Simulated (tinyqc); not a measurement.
# Changing the hopping xi

Model: Gupta-type many-body potential for a metal. Computed by tinyqc, a small Python program. Command: `OMP_NUM_THREADS=1 python tinyqc.py 3004594 3004595 out.jsonl gupta sweep`. One thread of a shared host (Intel(R) Xeon(R) Processor @ 2.30GHz), about 0.02 s of CPU time with the checks.

E_i = sum_j A exp(-p (r_ij/r0 - 1)) - xi rho_i^gamma, with rho_i = sum_j exp(-2 q (r_ij/r0 - 1)); gamma = 1/2 is the tight-binding second-moment form. The crystal is fcc unless stated; d is the neighbour distance and a fixed number of shells is kept.

Inputs (values chosen for the exercise, modelled on palladium):

| quantity | value | unit |
|---|---|---|
| repulsion A | 0.178 | eV |
| decay p | 11 | - |
| decay q | 3.68 | - |
| reference distance r0 | 2.749 | angstrom |
| shells kept | 3 | - |
| embedding exponent gamma | 0.5 | - |

Constants: 1 eV/angstrom^3 = 160.2176634 GPa.

Method:
- fcc shells: d sqrt(k), k = 1..5, with 12, 6, 24, 12, 24 atoms; Omega = d^3/sqrt2.
- Equilibrium: dE/dd = 0; B = d^2 E''(d)/(9 Omega).
- Repulsion and density of one neighbour in each shell, and their sums.
- Each neighbour j of the vacancy loses one repulsive term and one density term: E_v = sum_shells count x {-repulsion - xi [(rho - density)^gamma - rho^gamma]}. (The removed atom returns to a bulk-like site, so its own energy cancels.)

One run for each value:

| hopping xi (eV) | cohesive energy E_c (eV) | neighbour distance d (angstrom) | bulk modulus B (GPa) | vacancy energy E_v (eV) |
|---|---|---|---|---|
| 1.21 | 2.2975 | 2.8997 | 107.87 | 0.5975 |
| 1.38 | 2.8025 | 2.8498 | 133.98 | 0.7279 |
| 1.56 | 3.3733 | 2.8034 | 164.07 | 0.8750 |
| 1.73 | 3.9445 | 2.7641 | 194.70 | 1.0220 |
| 2.08 | 5.2128 | 2.6942 | 264.34 | 1.3477 |
| 2.25 | 5.8711 | 2.6643 | 301.25 | 1.5164 |
| 2.42 | 6.5557 | 2.6366 | 340.11 | 1.6915 |

Give the missing row, hopping xi (eV) = 1.90.

Computed row; columns: (1) hopping xi (eV); (2) cohesive energy E_c (eV); (3) neighbour distance d (angstrom); (4) bulk modulus B (GPa); (5) vacancy energy E_v (eV):
```
(1)      (2)     (3)     (4)     (5)
1.90  4.5454  2.7285  227.44  1.1764
```

Interpolating between the two neighbouring rows (linearly) misses most in bulk modulus B (GPa), by 0.48 %. Over the rows, cohesive energy E_c (eV) rises from 2.30 to 6.56 (exponent d ln y / d ln x about 1.5 throughout); neighbour distance d (angstrom) falls from 2.90 to 2.64 (exponent d ln y / d ln x -0.13 between the first rows and -0.14 between the last); bulk modulus B (GPa) rises from 108 to 340 (exponent d ln y / d ln x about 1.7 throughout). With one shell E_c scales exactly as xi^(p/(p - 2 q gamma)), exponent 1.503: stronger attraction also shortens the bonds.
